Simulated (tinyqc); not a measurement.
Off-state leakage of single and stacked transistors: one step of the calculation.

n-channel devices of unit width. Subthreshold current I(Vg, Vs, Vd) = I0 (T/300 K)^0.5 exp[(Vg - Vs - VT(T) - gb (Vs - Vb) + dd (Vd - Vs))/(nf Vt)] (1 - exp(-(Vd - Vs)/Vt)), VT(T) = VT - cT (T - 300 K). Gate-edge tunnelling Ig (Vd/1 V) exp(ag (Vd - 1 V)), for a gate at 0 V, and band-to-band leakage Ab u exp(-Bb/u), u = Vd - Vb + 1 V, flow at a drain held at V; both are taken as independent of T. In a stack of off transistors (all gates at 0 V) the same subthreshold current passes through each.

Task. Leakage of one transistor. Vg = Vs = 0, Vd = V; effective threshold VT(T) - gb Vb - dd V.

Values chosen for this exercise; values of the order met in bulk silicon logic transistors: temperature T = 398 K; supply voltage V = 1.1 V; threshold at 300 K, zero drain and body bias VT = 0.38 V; fall of the threshold with temperature cT = 0.5 mV/K; current at threshold at 300 K I0 = 0.16 uA/um; slope factor nf = 1.3; drain-induced lowering per volt dd = 0.12; rise of the threshold per volt of source-body bias gb = 0.2; gate-edge tunnelling current at 1 V Ig = 1e-6 uA/um; exponential slope of the gate current ag = 5.5 1/V; prefactor of band-to-band leakage at the drain Ab = 30 uA/(um V); its exponential voltage Bb = 26 V; body voltage Vb = -0.3 V.

Constants: q = 1.602176634e-19 C, kB = 1.380649e-23 J/K, Vt = kB T/q. Results are converted to the units shown.

Wanted: effective threshold; parts; total; shares.

Result.

effective threshold = 0.2590 V
parts (nA/um): subthreshold 0.5530, gate edge 0.001907, band-to-band 1.421
total = 1.975 nA/um
shares (%): subthreshold 27.99, gate edge 0.09651, band-to-band 71.91

The band-to-band part is the largest.

Program tinyqc, `OMP_NUM_THREADS=1 python tinyqc.py 2242251 2242252 out.jsonl`; Intel Xeon 2.30GHz, shared host, one thread, about 0.03 s.
